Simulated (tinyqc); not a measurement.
# Changing the width sigma of the defect charge

Model: finite-size error of a charged defect in a periodic cell: Madelung and Makov-Payne terms. Computed by tinyqc, a small Python program. Command: `OMP_NUM_THREADS=1 python tinyqc.py 3002931 3002932 out.jsonl imagecharge sweep`. One thread of a shared host (Intel(R) Xeon(R) Processor @ 2.30GHz), about 0.09 s of CPU time with the checks.

L is the cube root of the cell volume. The defect charge is a Gaussian, rho(r) = q (2 pi sigma^2)^(-3/2) exp(-r^2/2 sigma^2), repeated periodically in a uniform neutralising background and screened by a continuum. The model cell energy is E(L) = E_0 + [periodic - isolated electrostatic energy].

Inputs (values chosen for the exercise, with screening close to that of diamond):

| quantity | value | unit |
|---|---|---|
| charge q | 1 | e |
| cell length L | 15.1 | angstrom |
| dielectric constant eps | 5.7 | - |
| formation energy of the isolated defect E_0 | 4.263 | eV |

Supercell lattice: sc. Screening: isotropic.

Constants: e^2/(4 pi eps_0) = 14.39964548 eV angstrom.

Method:
- Cell vectors: (1,0,0), (0,1,0), (0,0,1), scaled to volume L^3.
- Ewald sum for a unit point charge: scale each Cartesian component of the cell by 1/sqrt(eps_i), giving R', G' and V'; E = [ (1/2) sum erfc(eta R')/R' + (2 pi/V') sum exp(-G'^2/4 eta^2)/G'^2 - eta/sqrt(pi) - pi/(2 V' eta^2) ] e^2/(4 pi eps_0) / sqrt(eps_x eps_y eps_z), over n_i = -6..6, omitting n = (0,0,0), eta = 2/V'^(1/3). alpha = -2 E eps_g L/(e^2/(4 pi eps_0)), eps_g = (eps_x eps_y eps_z)^(1/3).
- Periodic energy of the Gaussian: (2 pi q^2/V) sum_(G != 0) exp(-sigma^2 G^2)/(G.eps.G) x e^2/(4 pi eps_0), n_i = -k..k with k = max(9, L/sigma rounded up). Isolated energy: q^2/(2 sqrt(pi) sigma) <1/(n.eps.n)> e^2/(4 pi eps_0), the mean over directions n, here 1/eps.

One run for each value:

| width sigma of the defect charge (angstrom) | finite-size error (eV) | isolated energy (eV) | point-charge correction -q^2 E (eV) |
|---|---|---|---|
| 0.70 | -0.23508 | 1.0181 | 0.23734 |
| 0.88 | -0.23377 | 0.8098 | 0.23734 |
| 1.40 | -0.22831 | 0.5090 | 0.23734 |
| 1.80 | -0.22240 | 0.3959 | 0.23734 |
| 2.20 | -0.21503 | 0.3239 | 0.23734 |
| 2.80 | -0.20127 | 0.2545 | 0.23734 |
| 3.50 | -0.18202 | 0.2036 | 0.23734 |

Give the missing row, width sigma of the defect charge (angstrom) = 1.10.

Computed row; columns: (1) width sigma of the defect charge (angstrom); (2) finite-size error (eV); (3) isolated energy (eV); (4) point-charge correction -q^2 E (eV):
```
(1)        (2)     (3)      (4)
1.10  -0.23176  0.6479  0.23734
```

Interpolating between the two neighbouring rows (linearly) misses most in isolated energy (eV), by 5.4 %. Over the rows, finite-size error (eV) rises from -0.235 to -0.182 (exponent d ln y / d ln x -0.024 between the first rows and -0.45 between the last); isolated energy (eV) falls from 1.02 to 0.204 (exponent d ln y / d ln x about -1.00 throughout); point-charge correction -q^2 E (eV) does not change. The exponent of isolated energy stays at -1: the self-energy goes as 1/sigma. The true error shrinks from 99 % to 77 % of the point-charge term as the charge spreads: a delocalised charge needs less correction.

Caution (rows 3.50): the nearest image is closer than five widths, so the tails of the charge clouds overlap and the expansion in 1/L is no longer exact.
